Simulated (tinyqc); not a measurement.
# Worked calculation: minority carriers and saturation current of a heavily doped emitter

tinyqc, about 0.01 s, one thread, Intel Xeon 2.30GHz (shared host): `OMP_NUM_THREADS=1 python tinyqc.py 2330164 2330165 out.jsonl` Printed values are rounded.

n-type, parabolic bands, full ionisation. eta = (EF - Ec)/kB T solves N = Nc F12(eta), F12(x) = (2/sqrt(pi)) int_0^infinity sqrt(u)/(1 + exp(u - x)) du. The gap shrinks rigidly by dEg = a3 y^(1/3) + a4 y^(1/4) + a2 y^(1/2), y = N/1e18 cm^-3, an empirical law that is here taken as the true narrowing.

Values chosen for this exercise; band and dielectric values those of a made-up semiconductor:
```
symbol,value,unit,meaning
T,300,K,temperature
Eg,1.37,eV,band gap
Nc,2.61e19,cm^-3,conduction-band density of states at 300 K
Nv,3.36e19,cm^-3,valence-band density of states at 300 K
N,1.8e19,cm^-3,ionised donor density
a3,11.1,meV,coefficient of (N/1e18)^(1/3)
a4,10.7,meV,coefficient of (N/1e18)^(1/4)
a2,2.2,meV,coefficient of (N/1e18)^(1/2)
mup,160,cm^2/(V s),minority-hole mobility
Cn,1.8e-31,cm^6/s,Auger coefficient
ts,0.18,us,defect lifetime
W,270,nm,emitter width
S,3e5,cm/s,recombination velocity at the contact
```

Constants: q = 1.602176634e-19 C, kB = 1.380649e-23 J/K, Vt = kB T/q. Results are converted to the units shown.

Range of the model: Band tails, non-parabolic bands and incomplete ionisation are left out.

## Iteration 1: Fermi level

eta at the start (Boltzmann value) = -0.3716

Newton step on ln F12(eta) = ln(N/Nc): eta(new) = eta - ln(Nc F12/N) F12/Fm, Fm(x) = dF12/dx = (1/sqrt(pi)) int_0^infinity u^(-1/2)/(1 + exp(u - x)) du.

F12 = 0.565532
Fm = 0.472514
eta after iteration 1 = -0.134113

## Course of the iteration

Stop when eta changes by less than 1e-9.

Course of the iteration:

| iteration | eta | change |
|---|---|---|
| 1 | -0.134113 | 0.237 |
| 2 | -0.130042 | 4.07e-3 |
| 3 | -0.130040 | 1.27e-6 |
| 4 | -0.130040 | 1.23e-13 |

Converged in 4 iterations.

## Effective intrinsic density

converged eta = -0.130040

ni = sqrt(Nc Nv) exp(-Eg/(2 Vt)), Eg in volts; degeneracy factor g = F12(eta) exp(-eta); nie^2 = ni^2 exp(dEg/kB T) g, p0 = nie^2/N; apparent narrowing dEg + kB T ln g.

ni = 9.20442e7 cm^-3
dEg = 60.4635 meV
g = 0.785431
apparent narrowing = 54.2197 meV
nie = 2.62677e8 cm^-3
p0 = 0.00383328 cm^-3

Narrowing multiplies p0 by 10.4 and degeneracy by 0.785.

## Saturation current

1/tau = Cn N^2 + 1/ts, D = mup Vt, L = sqrt(D tau); J0 = (q p0 D/L)(s + tanh(W/L))/(1 + s tanh(W/L)), s = S L/D; the share recombining inside is 1 - 1/[cosh(W/L)(1 + tanh(W/L)/s)].

tau = 15.6554 ns
L = 2544.72 nm
s = 18.4564
J0 = 0.0627945 fA/cm^2
share recombining inside = 1.12654 %

The emitter is transparent: most holes reach the contact.
